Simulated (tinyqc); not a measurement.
AlGaN/GaN HEMT with access regions, lumped model: one step of the calculation.

A polarisation-induced electron sheet under a Schottky gate, in series with two ungated access regions and contacts. Drift law v = mu E/(1 + mu E/vs) under the gate. Currents in mA/mm, resistances in ohm mm. No self-heating, no channel-length modulation; fits for polarisation, barrier and offset are chosen for the exercise.

Question. Drain current. Access resistance R(L, n) = L/(q mu n sqrt(1 - (I/(q n vs))^2)); Rs = Rc + R(Ls, n0), Rd = Rc + R(Ld, (1 - ft) n0). Vg' = Vg - I Rs, Vd' = Vd - I (Rs + Rd); with u = Vg' - VT, Vc = vs Lg/mu and w the smaller of Vd' and Vc [sqrt(1 + 2 u/Vc) - 1] (0 if negative), the channel gives (mu Cb/Lg)(u w - w^2/2)/(1 + w/Vc). I(new) is that channel current.

Parameters, values chosen for the exercise; values close to those of AlGaN/GaN structures:

| symbol | value | unit | meaning |
|---|---|---|---|
| mu | 1600 | cm^2/(V s) | channel mobility |
| vs | 1.1e7 | cm/s | saturation velocity |
| Lg | 1.5 | um | gate length |
| Ls | 1 | um | source access length |
| Ld | 1.5 | um | drain access length |
| Rc | 0.37 | ohm mm | resistance of each contact |
| ft | 0 |  | share of the drain-access electrons removed by traps |
| Vg | 0 | V | gate voltage |
| Vd | 0.5 | V | drain voltage |

Constants: q = 1.602176634e-19 C. Results are converted to the units shown.

I after iteration 1 = 340.64238 mA/mm
VT = -3.4637101 V
Cb = 0.54895964 uF/cm^2
n0 = 1.1867837e13 cm^-2

Find: Rs; Rd; Vg'; Vd'; channel current; I after iteration 2.

Answer.

Rs = 0.7031 ohm mm
Rd = 0.8697 ohm mm
Vg' = -0.2395 V
Vd' = -0.03579 V
channel current = 0 mA/mm
I after iteration 2 = 0 mA/mm

Numbers from tinyqc (`OMP_NUM_THREADS=1 python tinyqc.py 2570064 2570065 out.jsonl`; about 0.01 s on one thread of a shared Intel Xeon 2.30GHz).
